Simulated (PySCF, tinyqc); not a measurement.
Inside a calculation (part 2 of 2). Method: RKS/BP86 in the sto-3g basis, for BeH+, spin multiplicity 1. The lowest restricted solution is unstable here: a spin-polarised one lies 0.0115 hartree lower (PySCF). Computed by tinyqc, a small Python program that keeps every step (integrals from PySCF). Command: `OMP_NUM_THREADS=1 python tinyqc.py 20135 20136 out.jsonl` (the two numbers bound the seeds that draw the settings). One thread of a shared host (Intel(R) Xeon(R) Processor @ 2.60GHz), about 1 s of CPU time with the checks.

Geometry (angstrom):
```
atom         x         y         z
Be    0.000000  0.000000  0.000000
H     0.000000  0.000000  2.596000
```

## Convergence

Stop when the energy changes by less than 1e-10 hartree and every element of the error matrix X^T (F D S - S D F) X is below 3e-06.

Course of the cycle:
```
iteration   E (hartree)     change  largest element of the error matrix
1           -3.50022274          -                             2.88e-02
2          -12.90097495  -9.40e+00                             1.57e-01
3          -14.13022300  -1.23e+00                             2.35e-01
4          -14.57836450  -4.48e-01                             1.27e-01
5          -14.45258387   1.26e-01                             3.56e-01
6          -14.39699985   5.56e-02                             3.91e-01
7          -14.65719016  -2.60e-01                             5.70e-02
8          -14.67015287  -1.30e-02                             5.46e-02
9          -14.67565920  -5.51e-03                             7.12e-03
10         -14.67624468  -5.85e-04                             5.85e-03
11         -14.67638093  -1.36e-04                             3.22e-03
12         -14.67641294  -3.20e-05                             8.66e-04
13         -14.67641835  -5.41e-06                             1.83e-04
14         -14.67641934  -9.91e-07                             3.65e-05
15         -14.67641954  -1.94e-07                             7.31e-06
16         -14.67641957  -3.86e-08                             1.46e-06
17         -14.67641958  -7.72e-09                             2.93e-07
18         -14.67641958  -1.54e-09                             5.86e-08
19         -14.67641958  -3.09e-10                             1.17e-08
20         -14.67641958  -6.17e-11                             2.34e-09
```

PySCF RKS in the same basis, fine grid = -14.62922296 hartree

Converged in 20 iterations. The coarse grid moves the energy by -4.72e-02 hartree.

## Populations, bond orders and dipole

D after iteration 20, order 1Be 1s, 1Be 2s, 1Be 2px, 1Be 2py, 1Be 2pz, 2H 1s:
```
[[2.067757, -0.291432, 0.000000, 0.000000, -0.058316, -0.258653],
 [-0.291432, 1.228869, 0.000000, 0.000000, 0.192636, 0.856401],
 [0.000000, 0.000000, 0.000000, 0.000000, 0.000000, 0.000000],
 [0.000000, 0.000000, 0.000000, 0.000000, 0.000000, 0.000000],
 [-0.058316, 0.192636, 0.000000, 0.000000, 0.030277, 0.134600],
 [-0.258653, 0.856401, 0.000000, 0.000000, 0.134600, 0.598372]]
```

overlap S, order 1Be 1s, 1Be 2s, 1Be 2px, 1Be 2py, 1Be 2pz, 2H 1s:
```
[[1.000000, 0.259517, 0.000000, 0.000000, 0.000000, 0.003411],
 [0.259517, 1.000000, 0.000000, 0.000000, 0.000000, 0.107762],
 [0.000000, 0.000000, 1.000000, 0.000000, 0.000000, 0.000000],
 [0.000000, 0.000000, 0.000000, 1.000000, 0.000000, 0.000000],
 [0.000000, 0.000000, 0.000000, 0.000000, 1.000000, 0.160396],
 [0.003411, 0.107762, 0.000000, 0.000000, 0.160396, 1.000000]]
```

Mulliken: Z minus the diagonal of D S on the atom; Loewdin: the same with S^(1/2) D S^(1/2); Mayer order: 2 sum_s sum (D(s) S)_ij (D(s) S)_ji over the two atoms.

Charges (e):
```
atom  Mulliken   Loewdin
1Be   0.711366  0.713795
2H    0.288634  0.286205
```

Mayer bond orders:
```
pair     order
2-1   0.916691
```

dipole moment about the origin, x y z (debye): [0.000000, 0.000000, 1.887980]
